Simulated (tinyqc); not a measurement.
What moves the results: exchange-split free-electron bands and tunnelling magnetoresistance. A value that a table varies takes the place of the one given here.

Majority and minority bands E = c k^2/m -/+ Dx/2, c = hbar^2/2m0, so k_up = sqrt(m (EF + Dx/2)/c), k_dn = sqrt(m (EF - Dx/2)/c); n_s = k_s^3/(6 pi^2), D_s = m k_s/(4 pi^2 c).

Barrier: kappa = sqrt(mb phi/c), c = hbar^2/2m0. With a = k1/m, b = k2/m, w = kappa/mb, the transmission at normal incidence is T(k1, k2) = 4 a b w^2/[w^2 (a + b)^2 + (w^2 + a^2)(w^2 + b^2) sinh^2(kappa d)]. Parallel: G_P = T(up, up) + T(dn, dn); antiparallel: G_AP = 2 T(up, dn); TMR = (G_P - G_AP)/G_AP. Julliere: TMR = 2 P^2/(1 - P^2). Slonczewski factor: P_eff = P_k (w^2 - a_up a_dn)/(w^2 + a_up a_dn), P_k = (k_up - k_dn)/(k_up + k_dn).

Constants: hbar^2/2m0 = 3.80998211 eV angstrom^2.

Values chosen for the exercise:
- EF = 5.74 eV (Fermi energy above the mean band bottom)
- Dx = 8.16 eV (exchange splitting)
- m = 1.05 m0 (mass in the electrodes)
- mb = 0.58 m0 (mass in the barrier)
- d = 15.9 angstrom (barrier thickness)
- phi = 1.62 eV (barrier height above EF)

## Barrier height

Results:

| phi (eV) | w (1/angstrom) | P_eff | TMR (%) | G_P |
|---|---|---|---|---|
| 0.20 | 0.301 | -0.3486 | 27.35 | 0.0113 |
| 0.40 | 0.425 | -0.2904 | 18.39 | 0.00172 |
| 0.70 | 0.563 | -0.2179 | 9.97 | 0.000172 |
| 1.0 | 0.673 | -0.1589 | 5.18 | 2.49e-05 |
| 1.5 | 0.824 | -0.0817 | 1.34 | 1.63e-06 |
| 2.0 | 0.951 | -0.0227 | 0.10 | 1.58e-07 |
| 3.0 | 1.165 | 0.0614 | 0.76 | 3.04e-09 |
| 4.0 | 1.345 | 0.1185 | 2.85 | 1.06e-10 |
| 6.0 | 1.648 | 0.1911 | 7.58 | 3.69e-13 |
| 10 | 2.127 | 0.2651 | 15.12 | 4.45e-17 |

P_eff vanishes where w^2 = a_up a_dn, at phi = 2.23 eV, inside the table; the lowest TMR listed is 0.10 % at 2 eV. TMR is 27.4 % at the lowest barrier and 15.1 % at the highest, against 42.2 % for Julliere with P_k; P_eff tends to +P_k for very high barriers and to -P_k for very low ones. G_P falls by 14.4 decades.

## Barrier thickness

Results:

| d (angstrom) | kappa d | G_P | G_AP | TMR (%) |
|---|---|---|---|---|
| 1 | 0.497 | 1.50 | 1.30 | 15.72 |
| 2 | 0.993 | 0.748 | 0.692 | 8.02 |
| 3 | 1.490 | 0.310 | 0.299 | 3.78 |
| 4 | 1.986 | 0.120 | 0.117 | 1.99 |
| 6 | 2.980 | 0.0168 | 0.0166 | 1.03 |
| 8 | 3.973 | 0.00231 | 0.00229 | 0.90 |
| 10 | 4.966 | 0.000317 | 0.000314 | 0.88 |
| 13 | 6.456 | 1.61e-05 | 1.60e-05 | 0.88 |
| 16 | 7.946 | 8.19e-07 | 8.12e-07 | 0.88 |
| 20 | 9.932 | 1.54e-08 | 1.53e-08 | 0.88 |

For thick barriers each angstrom costs a factor exp(2 kappa) = 2.70 in both conductances, and TMR settles at 0.88 % (the interface factor, which vanishes at (kappa/mb)^2 = k_up k_dn/m^2, reduces it below the value from the polarisation of k alone); it is within 0.1 point of that from d = 8 angstrom on. At 1 angstrom it is 15.72 %, where the barrier is thin and the mismatch of k_up and k_dn starts to rule, as it does fully for d -> 0.

## Exchange splitting

Dx takes the listed multiples of 2 EF.

Results:

| Dx/(2 EF) | k_up | k_dn | P_k | P_eff | TMR (%) |
|---|---|---|---|---|---|
| 0.10 | 1.3191 | 1.1932 | 0.0501 | -0.0161 | 0.05 |
| 0.20 | 1.3778 | 1.1250 | 0.1010 | -0.0318 | 0.20 |
| 0.35 | 1.4614 | 1.0140 | 0.1807 | -0.0532 | 0.57 |
| 0.50 | 1.5404 | 0.8894 | 0.2679 | -0.0691 | 0.96 |
| 0.65 | 1.6156 | 0.7441 | 0.3693 | -0.0724 | 1.05 |
| 0.80 | 1.6874 | 0.5625 | 0.5000 | -0.0401 | 0.32 |
| 0.90 | 1.7337 | 0.3977 | 0.6268 | 0.0497 | 0.49 |
| 0.97 | 1.7653 | 0.2178 | 0.7803 | 0.2772 | 16.64 |

P_k rises from 0.050 to 0.780, and TMR goes from 0.05 % to 16.6 %, not steadily: its largest value is 16.64 % at 0.97 and its smallest 0.05 % at 0.1; P_eff changes sign along the table. At Dx = 2 EF the minority band is empty (a half metal) and G_AP vanishes.

## What moves the magnetoresistance

All results formed anew. Each row changes one parameter from the base and keeps the others.

Results:

| case | P_k | P_eff | TMR (%) | G_P |
|---|---|---|---|---|
| base | 0.4173 | -0.0661 | 0.88 | 9.04e-07 |
| Dx = 8.568 eV | 0.4481 | -0.0589 | 0.70 | 8.80e-07 |
| EF = 6.314 eV | 0.3665 | -0.0892 | 1.60 | 9.25e-07 |
| phi = 2.106 eV | 0.4173 | -0.0120 | 0.03 | 1.00e-07 |
| mb = 0.464 m0 | 0.4173 | -0.0201 | 0.08 | 4.84e-06 |
| d = 17.9 angstrom | 0.4173 | -0.0661 | 0.88 | 1.24e-07 |
| m = 1.26 m0 | 0.4173 | -0.0286 | 0.16 | 9.13e-07 |

The largest shifts from the base row, up to three for each result and ties (the steps differ in size, so this ranks the rows, not the parameters). P_k: EF -0.0508, Dx +0.0308; unchanged at the printed digits by phi, mb, d and m. P_eff: phi +0.0542, mb +0.0460, m +0.0375; unchanged at the printed digits by d. TMR (%): phi -0.85, mb -0.80, EF +0.72; unchanged at the printed digits by d. G_P: mb +3.94e-06, phi -8.04e-07, d -7.80e-07.

(tinyqc, `OMP_NUM_THREADS=1 python tinyqc.py 1650618 1650619 out.jsonl`, Intel(R) Xeon(R) Processor @ 2.30GHz, 1 thread, shared host, about 0.01 s.)
